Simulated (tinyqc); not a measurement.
Random telegraph noise from one oxide trap in a small MOSFET: one step of the calculation.

An acceptor-like trap exchanges electrons with the channel. Inversion charge Q = Cox u, u = n Vt W0(exp((Vg - VT)/(n Vt))), W0 the Lambert function, n = nf, Cox = eps0 eox/tox; linear regime Id = (W/L) mu Q Vd. Relative to threshold the surface potential rises by Vt ln(u/u0) and the oxide voltage by the rest of Vg - VT, with u0 = n Vt W0(1).

Question. Trap level, time constants and occupancy. N = Cox u/q; dpsi = Vt ln(u/u0); E = E0 - dpsi - (xt/tox)(Vg - VT - dpsi); capture time tc = 1/[(N/zi) vth s0 exp(-xt/lt - EB/Vt)]; emission time te = tc exp(-E/Vt); occupancy te/(tc + te).

Inputs (values chosen for the exercise); values of the order met in silicon transistors: temperature T = 200 K; relative permittivity of the gate insulator (close to silicon nitride) eox = 7.6; insulator thickness tox = 5.1 nm; depth of the trap from the channel interface xt = 1.6 nm; trap level above the channel Fermi level at threshold E0 = 0.27 eV; capture prefactor s0 = 7e-16 cm^2; capture barrier (lattice relaxation) EB = 0.24 eV; tunnelling decay length lt = 0.18 nm; thermal velocity vth = 1.6e7 cm/s; thickness of the inversion layer zi = 2.2 nm; threshold voltage VT = 0.3 V; body factor nf = 1.36; gate voltage Vg = 1.08 V.

Constants: q = 1.602176634e-19 C, kB = 1.380649e-23 J/K, Vt = kB T/q, eps0 = 8.8541878128e-14 F/cm where lengths are in cm. Results are converted to the units shown.

Wanted: u; N; dpsi; E; tc; te; occupancy.

Answer.

u = 0.70037 V
N = 5.7678e12 cm^-2
dpsi = 0.068324 V
E = -0.021595 eV
tc = 0.027563 s
te = 0.096493 s
occupancy = 0.77782

The trap lies 1.3 Vt below the Fermi level, so it is filled 77.8 % of the time.

Range of the model: VT is taken as given; short-channel effects and the uneven flow of current among few electrons are left out.

Program tinyqc, `OMP_NUM_THREADS=1 python tinyqc.py 2710112 2710113 out.jsonl`; Intel Xeon 2.30GHz, shared host, one thread, about 0.01 s.
